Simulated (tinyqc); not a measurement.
Strength of the heavy-light coupling: shallow acceptor in the spherical four-band model.

The ground state 1S3/2 has an L = 0 part f(r) and an L = 2 part g(r). In units of Ry* and a*, with Gaussians f_i = exp(-a_i r^2), g_i = r^2 exp(-a_i r^2), A = a_i + a_j and I(n) = Gamma((n + 1)/2)/(2 A^((n + 1)/2)): S_ff = I(2), S_gg = I(6), H_ff = (6 a_i a_j/A) I(2) - 2 I(1), H_gg = (14 a_i a_j/A) I(6) - 2 I(5), H_fg = -mu [15 I(2) - 20 a_j I(4) + 4 a_j^2 I(6)]; each function is then normalised. The split-off band is left out.

Converged values use 22 exponents 2.2^i, i = -7 to 14, for f and for g.

Inputs chosen for the exercise (out of a larger set: near those of a shallow acceptor in InP; not measured data): mus = (0.11, 0.29, 0.49, 0.64, 0.75, 0.84, 0.9) (couplings).

Ry* = 16.9033 meV

Converged values in Ry* and a*; the heavy-mass hydrogen model gives 1/(1 - mu).

Results:
```
mu    binding (Ry*)  1/(1 - mu)  ratio  L = 2 weight  <r> (a*)  binding (meV)
0.11          1.011       1.124  0.900         0.005     1.486           17.1
0.29          1.082       1.408  0.769         0.036     1.403           18.3
0.49          1.283       1.961  0.654         0.105     1.213           21.7
0.64          1.620       2.778  0.583         0.184     0.988           27.4
0.75          2.145       4.000  0.536         0.259     0.766           36.3
0.84          3.126       6.250  0.500         0.332     0.541           52.8
0.90          4.768      10.000  0.477         0.388     0.363           80.6
```

The binding starts as 1 + O(mu^2), 1.011 at mu = 0.11, since the coupling enters in second order, and reaches 4.77 at mu = 0.90. The ratio to the heavy-mass model falls from 0.90 to 0.48, towards about 0.44 as mu goes to 1: the bound hole is only partly heavy. The L = 2 weight grows to 0.39 and the radius shrinks by a factor 4.1.

Program tinyqc; command `OMP_NUM_THREADS=1 python tinyqc.py 1282597 1282598 out.jsonl`; about 0.06 s on one thread of a shared Intel(R) Xeon(R) Processor @ 2.30GHz.
